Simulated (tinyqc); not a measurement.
# Space-charge-limited current through a thin insulating or semi-insulating film with traps, step by step

A worked calculation. Computed by tinyqc, a small Python program that keeps every step. Command: `OMP_NUM_THREADS=1 python tinyqc.py 3009016 3009017 out.jsonl sclc walk`. One thread of a shared host (Intel(R) Xeon(R) Processor @ 2.30GHz), about 0.01 s of CPU time with the checks. Intermediate numbers are printed to about 6 digits and carried at full precision; extremes and crossings named in words are read from the listed rows.

One ohmic injecting contact at x = 0 (field zero), drift only, non-degenerate free carriers.

Inputs (values chosen for the exercise, modelled on Si3N4):
```
quantity,value,unit
permittivity eps,7.5,-
band mobility mu,0.07,cm^2/(V s)
effective density of states N_c,9.3e+19,1/cm^3
trap density N_t,1e+18,1/cm^3
"equilibrium Fermi level below the band edge, E_0",0.63,eV
thickness d,51,nm
"free density at the anode, in units of N_c",3.2e-06,-
temperature T,300,K
characteristic temperature T_c,1600,K
```

Traps: exponential tail.

Constants: k_B = 8.617333262e-05 eV/K; e = 1.602176634e-19 C; eps_0 = 8.8541878128e-12 F/m.

## Equilibrium and landmark voltages

Free density n_0 = N_c exp(-E_0/k_B T) in equilibrium; trapped density n_t(n) = N_t (n/N_c)^(T/T_c) (the low-temperature form). theta = n/(n + n_t) at the anode density; trap-filled-limit voltage V_TFL = e (N_t - n_t(n_0)) d^2/(2 eps eps_0).

n_0 = 2.42632e+09 1/cm^3

n_t(n_0) = 1.03654e+16 1/cm^3

theta = 0.00318078

V_TFL = 3.10517 V

## One point of the curve

J = e mu n F and (eps eps_0/e) dF/dx = n - n_0 + n_t(n) - n_t(n_0) = rho(n). With F = J/(e mu n): d = (eps eps_0 J/(e^2 mu)) I_1 and V = (eps eps_0 J^2/(e^3 mu^2)) I_2, I_k = int_(n_L)^infinity dn/(n^(k+1) rho(n)), n_L the density at the anode; with u = n_L/n, 200 Gauss-Legendre points in t, u = 1 - (1 - t)^2. Anode field J/(e mu n_L); Mott-Gurney current (9/8) eps eps_0 mu V^2/d^3; ohmic current e n_0 mu V/d.

I_1 = 3.32436e-32 cm^6

I_2 = 6.13178e-47 cm^9

current density J = 0.415117 A/cm^2

voltage V = 0.348185 V

anode field over mean field V/d = 1.82175

trap-free Mott-Gurney current = 47.7936 A/cm^2

ohmic current = 1.85779e-06 A/cm^2

J is 0.00869 times the trap-free law and 223000 times the ohmic current; theta is 0.00318. The field ratio is 1 for ohmic flow, 3/2 for the square law and 2 for a uniform fixed charge; here 1.82.

## The whole curve

The last column is d ln J/d ln V up to the next row.

Current against voltage:
```
n_L (1/cm^3),V (V),J (A/cm^2),slope
2.50e+09,3.32944e-03,2.26440e-08,2.12504
1.90e+10,2.67531e-02,1.89720e-06,3.80536
1.40e+11,5.53110e-02,3.00932e-05,4.62802
1.00e+12,9.55424e-02,3.77650e-04,5.16700
7.60e+12,1.55784e-01,4.72262e-03,5.51032
5.70e+13,2.43761e-01,5.56691e-02,5.62742
4.20e+14,3.75258e-01,6.30953e-01,5.29718
3.10e+15,5.95659e-01,7.29413e+00,4.24284
2.30e+16,1.09108e+00,9.51137e+01,2.99855
1.70e+17,2.87037e+00,1.72932e+03,2.30349
1.30e+18,1.31543e+01,5.76470e+04,2.07187
9.30e+18,8.11963e+01,2.50338e+06,-
```

The slope starts at 2.13, peaks at 5.6 between 0.244 and 0.375 V and ends at 2.07. Rows below 0.26 V (10 k_B T/e) are formal, since diffusion from the contact rules there. Self-heating is left out, although J V exceeds 1e5 W/cm^2 at the last row. Rows above 15.3 V are formal, since the mean field exceeds 3 MV/cm and breakdown sets in. An exponential tail gives the power law T_c/T + 1 = 6.33, which the middle rows approach.

Checks made by the program: trap-free limit against the Mott-Gurney law (relative difference 5e-08).
